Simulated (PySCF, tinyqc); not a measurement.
CIS and TDHF on RHF in the sto-6g basis, for BeH+, spin multiplicity 1, step by step. The lowest restricted solution is unstable here: a spin-polarised one lies 0.0001 hartree lower (PySCF). One step of it, computed by the program tinyqc.

Task: Integrals over molecular orbitals. (pq|rs) = sum C_ip C_jq C_kr C_ls (ij|kl), one index at a time.

coefficients C, order 1Be 1s, 1Be 2s, 1Be 2px, 1Be 2py, 1Be 2pz, 2H 1s:
$$\begin{pmatrix}
0.995706 & -0.184929 & -0.190970 & 0.000000 & 0.000000 & 0.107490 \\
0.016556 & 0.618496 & 0.745321 & 0.000000 & 0.000000 & -0.553182 \\
0.000000 & 0.000000 & 0.000000 & 0.982223 & 0.187719 & 0.000000 \\
0.000000 & 0.000000 & 0.000000 & -0.187719 & 0.982223 & 0.000000 \\
-0.002451 & 0.272341 & -0.610402 & 0.000000 & 0.000000 & -0.896857 \\
-0.001426 & 0.500252 & -0.316659 & 0.000000 & 0.000000 & 1.032409
\end{pmatrix}$$

core Hamiltonian H = T + V (hartree), order 1Be 1s, 1Be 2s, 1Be 2px, 1Be 2py, 1Be 2pz, 2H 1s:
$$\begin{pmatrix}
-8.263672 & -1.939037 & 0.000000 & 0.000000 & -0.012264 & -0.268479 \\
-1.939037 & -2.389550 & 0.000000 & 0.000000 & -0.112099 & -0.788974 \\
0.000000 & 0.000000 & -1.921088 & 0.000000 & 0.000000 & 0.000000 \\
0.000000 & 0.000000 & 0.000000 & -1.921088 & 0.000000 & 0.000000 \\
-0.012264 & -0.112099 & 0.000000 & 0.000000 & -2.002747 & -0.903432 \\
-0.268479 & -0.788974 & 0.000000 & 0.000000 & -0.903432 & -1.739043
\end{pmatrix}$$

Two-electron integrals (ij|kl) in chemists' order, unique and non-zero (hartree):
```
(11|11) 2.299996   (21|11) 0.361879   (21|21) 0.071926   (22|11) 0.570332
(22|21) 0.139654   (22|22) 0.417773   (31|31) 0.015252   (32|31) 0.022555
(32|32) 0.092340   (33|11) 0.570332   (33|21) 0.139654   (33|22) 0.417773
(33|33) 0.450117   (41|41) 0.015252   (42|41) 0.022555   (42|42) 0.092340
(43|43) 0.024258   (44|11) 0.570332   (44|21) 0.139654   (44|22) 0.417773
(44|33) 0.401601   (44|44) 0.450117   (51|51) 0.015252   (52|51) 0.022555
(52|52) 0.092340   (53|53) 0.024258   (54|54) 0.024258   (55|11) 0.570332
(55|21) 0.139654   (55|22) 0.417773   (55|33) 0.401601   (55|44) 0.401601
(55|55) 0.450117   (61|11) 0.050357   (61|21) 0.009742   (61|22) 0.018920
(61|33) 0.018764   (61|44) 0.018764   (61|51) 0.000969   (61|52) 0.001907
(61|55) 0.019233   (61|61) 0.001396   (62|11) 0.145617   (62|21) 0.036369
(62|22) 0.121528   (62|33) 0.116681   (62|44) 0.116681   (62|51) 0.005003
(62|52) 0.031557   (62|55) 0.131222   (62|61) 0.005489   (62|62) 0.056834
(63|31) 0.003165   (63|32) 0.015190   (63|53) 0.005191   (63|63) 0.004616
(64|41) 0.003165   (64|42) 0.015190   (64|54) 0.005191   (64|64) 0.004616
(65|11) 0.165344   (65|21) 0.041749   (65|22) 0.145364   (65|33) 0.136890
(65|44) 0.136890   (65|51) 0.007998   (65|52) 0.048954   (65|55) 0.162312
(65|61) 0.006561   (65|62) 0.076800   (65|65) 0.106248   (66|11) 0.316870
(66|21) 0.080590   (66|22) 0.301774   (66|33) 0.280853   (66|44) 0.280853
(66|51) 0.011898   (66|52) 0.099617   (66|55) 0.343617   (66|61) 0.012452
(66|62) 0.186441   (66|65) 0.265726   (66|66) 0.774999
```

Give: one-electron integrals over orbitals h = C^T H C; Two-electron integrals over orbitals.

Result:

one-electron integrals over orbitals h = C^T H C (hartree):
$$\begin{pmatrix}
-8.2566 & 0.1697 & 0.2020 & 0.0000 & 0.0000 & -0.0763 \\
0.1697 & -2.0581 & -0.0458 & 0.0000 & 0.0000 & 0.2249 \\
0.2020 & -0.0458 & -1.9075 & 0.0000 & 0.0000 & -0.0679 \\
0.0000 & 0.0000 & 0.0000 & -1.9211 & 0.0000 & 0.0000 \\
0.0000 & 0.0000 & 0.0000 & 0.0000 & -1.9211 & 0.0000 \\
-0.0763 & 0.2249 & -0.0679 & 0.0000 & 0.0000 & -1.6549
\end{pmatrix}$$

Two-electron integrals over orbitals (pq|rs), unique and non-zero (hartree):
```
(11|11) 2.2845     (21|11) -0.1697    (21|21) 0.0217     (22|11) 0.4612
(22|21) 1.96e-05   (22|22) 0.4819     (31|11) -0.1774    (31|21) 0.0181
(31|22) -0.0153    (31|31) 0.0285     (32|11) 0.0656     (32|21) -0.0058
(32|22) -0.0672    (32|31) 0.0017     (32|32) 0.0506     (33|11) 0.5430
(33|21) -0.0118    (33|22) 0.3218     (33|31) 0.0030     (33|32) 0.0343
(33|33) 0.4454     (41|41) 0.0159     (42|41) 0.0136     (42|42) 0.0439
(43|41) 0.0139     (43|42) 0.0331     (43|43) 0.0502     (44|11) 0.5701
(44|21) -0.0056    (44|22) 0.3535     (44|31) -0.0058    (44|32) 0.0321
(44|33) 0.3910     (44|44) 0.4501     (51|51) 0.0159     (52|51) 0.0136
(52|52) 0.0439     (53|51) 0.0139     (53|52) 0.0331     (53|53) 0.0502
(54|54) 0.0243     (55|11) 0.5701     (55|21) -0.0056    (55|22) 0.3535
(55|31) -0.0058    (55|32) 0.0321     (55|33) 0.3910     (55|44) 0.4016
(55|55) 0.4501     (61|11) 0.0967     (61|21) -0.0158    (61|22) -0.0093
(61|31) -0.0041    (61|32) 0.0077     (61|33) 0.0163     (61|44) 0.0022
(61|55) 0.0022     (61|61) 0.0178     (62|11) -0.1371    (62|21) 0.0019
(62|22) 0.0335     (62|31) 0.0083     (62|32) -0.0525    (62|33) -0.0202
(62|44) -0.0670    (62|55) -0.0670    (62|61) 0.0036     (62|62) 0.1223
(63|11) 0.0622     (63|21) -0.0028    (63|22) -0.0566    (63|31) 0.0055
(63|32) 0.0452     (63|33) 0.0551     (63|44) 0.0285     (63|55) 0.0285
(63|61) 0.0068     (63|62) -0.0561    (63|63) 0.0614     (64|41) -0.0080
(64|42) -0.0274    (64|43) -0.0106    (64|64) 0.0239     (65|51) -0.0080
(65|52) -0.0274    (65|53) -0.0106    (65|65) 0.0239     (66|11) 0.4929
(66|21) -0.0012    (66|22) 0.4862     (66|31) -0.0139    (66|32) -0.0694
(66|33) 0.3493     (66|44) 0.3576     (66|55) 0.3576     (66|61) -0.0072
(66|62) 0.0616     (66|63) -0.0595    (66|66) 0.5243
```
